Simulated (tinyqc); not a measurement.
Decay of LO phonons and the hot-phonon bottleneck in the cooling of electrons: one step, computed by the program tinyqc. Command: `OMP_NUM_THREADS=1 python tinyqc.py 3007165 3007166 out.jsonl hotphonon walk`. One thread of a shared host (Intel(R) Xeon(R) Processor @ 2.30GHz), about 0.01 s of CPU time with the checks.

n(E, T) = 1/(exp(E/(k_B T)) - 1) is the Bose occupation. Electrons have a temperature T_e; the LO modes within their reach share one occupation N; the decay products stay at the lattice temperature.

Task: Spontaneous emission time. Froehlich coupling alpha = (e^2/(4 pi eps_0)) (1/eps_inf - 1/eps_s) k_0/(2 hbar omega), k_0 = sqrt(m* hbar omega/(hbar^2/(2 m_0))); emission time tau_sp = hbar/(2 alpha hbar omega); bottleneck ratio r = (n/N_m) tau/tau_sp.

Inputs (values chosen for the exercise, modelled on indium arsenide):

| quantity | value | unit |
|---|---|---|
| LO energy hbar omega | 30.6 | meV |
| lattice temperature T | 400 | K |
| electron mass m* | 0.0265 | m_0 |
| eps_inf | 11.9 | - |
| static dielectric constant eps_s | 15.1 | - |
| electron density n | 8.9e+17 | 1/cm^3 |
| density of LO modes that the electrons reach, N_m | 2.5e+19 | 1/cm^3 |

Decay channel: two unequal phonons (Ridley).

phonon lifetime tau = 0.9840051 ps

Constants: e^2/(4 pi eps_0) = 14.39964548 eV angstrom; hbar^2/(2 m_0) = 3.80998212 eV angstrom^2; hbar = 6.582119569e-16 eV s.

Give: alpha; emission time tau_sp; bottleneck ratio r.

Result:

alpha = 0.061129

emission time tau_sp = 175.94 fs

bottleneck ratio r = 0.19910

r compares the rate at which electrons exchange quanta with a mode to its decay rate. Decay is much faster: hardly any bottleneck.
